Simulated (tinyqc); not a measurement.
Worked calculation: effective mass of the heavy-hole band from tabulated energies. Values are carried at full precision from step to step, so a last printed digit may differ when a step is redone from the rounded ones.

c = hbar^2/2m0. A uniform scatter of up to 0.3 meV has been added to mimic numerical noise.
Constants: hbar^2/2m0 = 3.80998211 eV angstrom^2; kB = 8.617333262e-05 eV/K.

Parameters, chosen for this exercise (out of a larger set: band of an eight-band Kane model near CdTe; not measured data): T = 300 K (temperature).

## Finite differences

Energies along [110], from the band edge downward:
```
k (1/angstrom)   E (meV)
0.00000           0.0000
0.03100           5.2245
0.06200          20.9687
0.09300          46.7890
0.12400          83.3650
0.15500         129.0020
0.18600         183.9037
0.21700         247.7130
0.24800         319.8081
```

reference mass (curvature of the model at k = 0.0001 1/angstrom) = 0.69598 m0

The band is even in k. m = c k^2/E(k) from the points 1, 2, 4 (k = 0 is point 0); Richardson from points 1 and 2: c/m = [16 E(k1) - E(k2)]/(12 k1^2).

m from points 1, 2, 4 (m0): 0.70081  0.69845  0.70272

m by Richardson = 0.70160 m0

Errors against the reference: +0.69, +0.36 and +0.97 % and +0.81 %. The extrapolation does not help: a scatter of 0.3 meV is 6 % of the first energy, and the formula weights that point by 4/3.

## Least squares over all points

Fit E = a k^2 (a = sum k^2 E/sum k^4), then E = a k^2 + b k^4 from the normal equations; E in eV; m = c/a.

sums of k^4, k^6, k^8: 0.0081011  0.00039668  2.1053e-05

sums of k^2 E, k^4 E: 0.042568  0.0020771

a, one term = 5.2545 eV angstrom^2

a and b, two terms: 5.473  -4.460

m, one and two terms (m0): 0.72508  0.69615

The parabola over all points errs by +4.2 % because the weights k^4 favour the outer points; the second term brings the error to 0.0 %.

## The non-parabolic form

E (1 + alpha E) = c k^2/m means that y = c k^2/E is a straight line in E with intercept m and slope m alpha. Fit the line by unweighted least squares over points 1 to 8, E in eV.

y (m0): 0.70081  0.69845  0.70428  0.70272  0.70956  0.71673  0.72426  0.73272

m = 0.69730 m0
alpha = 0.154 1/eV

The intercept errs by +0.19 %. With this scatter so small an error is partly luck. For this band the scale of alpha is set by Dso = 0.904 eV as well as by the gap.

## Which mass for which use

From the fitted m and alpha: momentum mass at energy E, m (1 + 2 alpha E); curvature mass m (1 + 2 alpha E)^3; thermal factors to first order in alpha kT: density of states Nc (1 + 15 alpha kT/4), conductivity mass m (1 + 5 alpha kT). Take E = 3 kT/2.

alpha kT = 0.0040
momentum mass = 0.70561 m0
curvature mass = 0.72254 m0
factor on Nc = 1.0149
thermal conductivity mass = 0.71116 m0

alpha kT is small, so first order serves. For a warped valence band one direction does not stand for the whole band.

## Checks

- Two-term fit by normal equations against a least-squares routine: both 5.47295.

Run: tinyqc, `OMP_NUM_THREADS=1 python tinyqc.py 1851175 1851176 out.jsonl`; Intel(R) Xeon(R) Processor @ 2.30GHz, one thread, shared host; about 0.01 s of CPU time with all checks.
